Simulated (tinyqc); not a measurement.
From results back to parameters: free-carrier optics of a doped semiconductor (Drude model with one polar phonon). Two cases, with inputs chosen for the exercise.

Problem. The upper coupled mode solves E^4 - (wL^2 + Ep^2) E^2 + Ep^2 wT^2 = 0 with wL = wT sqrt(es/ei); N is hidden.

eps(E) = ei [1 - Ep^2/(E^2 + i E Gam)] + (es - ei) wT^2/(wT^2 - E^2 - i E gT), with Ep^2 = 8 pi c (e^2/(4 pi eps0)) N/(m ei), c = hbar^2/2m0, N in 1/angstrom^3 (1e-24 per 1/cm^3); Gam = hbar/tau, tau = mu m m0/e with m0/e = 5.685630e-12 kg/C and mu in m^2/(V s). Energies in meV.

Constants: hbar^2/2m0 = 3.80998211 eV angstrom^2; e^2/(4 pi eps0) = 14.39964547 eV angstrom.

Case 1.

Values chosen (mass and dielectric values near those of GaSb; N and mu are free inputs; interband absorption and the rise of the mass with filling are left out; the results hold for these values, not for the real material): m = 0.0385 m0 (conductivity mass); ei = 14.57 (high-frequency dielectric constant); wT = 27.9 meV (TO phonon); es = 15.85 (static dielectric constant).

L+ = 29.2187 meV

Case 2.

Values chosen (mass and dielectric values near those of InSb; N and mu are free inputs; interband absorption and the rise of the mass with filling are left out; the results hold for these values, not for the real material): m = 0.0128 m0 (conductivity mass); ei = 16.12 (high-frequency dielectric constant); wT = 22.5 meV (TO phonon); es = 17.24 (static dielectric constant).

L+ = 34.5974 meV

Find: Ep; N; L-.

Solution. Ep^2 = L+^2 (L+^2 - wL^2)/(L+^2 - wT^2); the product of the roots gives L- = Ep wT/L+.

Case 1.

Ep = 8.87 meV
N = 3.20e+16 1/cm^3
L- = 8.47 meV

Case 2.

Ep = 33.70 meV
N = 1.70e+17 1/cm^3
L- = 21.92 meV

Computed by tinyqc, one run a case: `OMP_NUM_THREADS=1 python tinyqc.py N N+1 out.jsonl` with N = 1680296, 1680338; one thread of a shared Intel(R) Xeon(R) Processor @ 2.30GHz, about 0.01 s a run at most.
